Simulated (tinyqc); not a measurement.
Mesh: mean-field antiferromagnet of the Hubbard model on the simple cubic lattice.

e(k) = -2 t (cx + cy + cz) - 4 t2 (cx cy + cy cz + cz cx), ci = cos ki; one electron a site; Q = (pi, pi, pi). <n_up - n_dn> = m cos(Q.R) gives Delta = U m/2 and bands E = e+ -/+ sqrt(e-^2 + Delta^2), e+- = (e(k) +- e(k + Q))/2 (the constant U/2 is dropped). Means run over the mesh k_i = 2 pi (j + 1/2)/N of the whole zone: mu from mean(f(E-) + f(E+)) = 1; m(out) = mean of Delta (f(E-) - f(E+))/sqrt(e-^2 + Delta^2); free energy per site F = -kT mean[ln(1 + exp(-(E- - mu)/kT)) + ln(1 + exp(-(E+ - mu)/kT))] + mu + U m^2/4.

Constants: kB = 8.617333262e-05 eV/K.

Parameters, chosen for this exercise: t = 0.27 eV (nearest hopping); t2 = -0.02 eV (second hopping); U = 0.97 eV (on-site repulsion); T = 300 K.

Start m = 0.9, at most 400 steps.

Results:

| N | m | Delta (eV) |
|---|---|---|
| 4 | 0.2872 | 0.1393 |
| 6 | 0.5574 | 0.2703 |
| 8 | 0.5261 | 0.2552 |
| 12 | 0.5309 | 0.2575 |
| 16 | 0.5312 | 0.2576 |

What can be read from this table?

m spans 0.2872 to 0.5574; it stays within 0.002 of the last value from N = 12 on. The level spacing across the Fermi surface, about 4 pi t/N, should fall below the larger of Delta = 0.258 eV and kT, a rough rule that asks for N above about 13.2.

(tinyqc, `OMP_NUM_THREADS=1 python tinyqc.py 1680368 1680369 out.jsonl`, Intel(R) Xeon(R) Processor @ 2.30GHz, 1 thread, shared host, about 0.4 s.)
